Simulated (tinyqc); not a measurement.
## Dopant mobility from one pulse

Problem. With linear drift and no window, R = Ron x + Roff (1 - x), dx/dt = k i, k = mv Ron/D^2, and so R^2 = R0^2 - 2 k (Roff - Ron) phi after the flux phi. Find x0, k, mv and the charge passed.

Parameters, values chosen for the exercise: resistance of the fully doped film Ron = 100 ohm; resistance of the undoped film Roff = 16000 ohm; film thickness D = 5 nm.

R before and after a pulse of flux 0.012 V s (ohm): [12025.000, 9387.4291]

Solution. R^2 is linear in the flux and R is linear in the charge.

x0 = 0.2500
k = 1.480e5 1/C
mv = 3.700e-14 m^2/(V s)
charge = 1.121 uC

Numbers from tinyqc (`OMP_NUM_THREADS=1 python tinyqc.py 2880123 2880124 out.jsonl`; about 0.2 s on one thread of a shared Intel Xeon 2.30GHz).
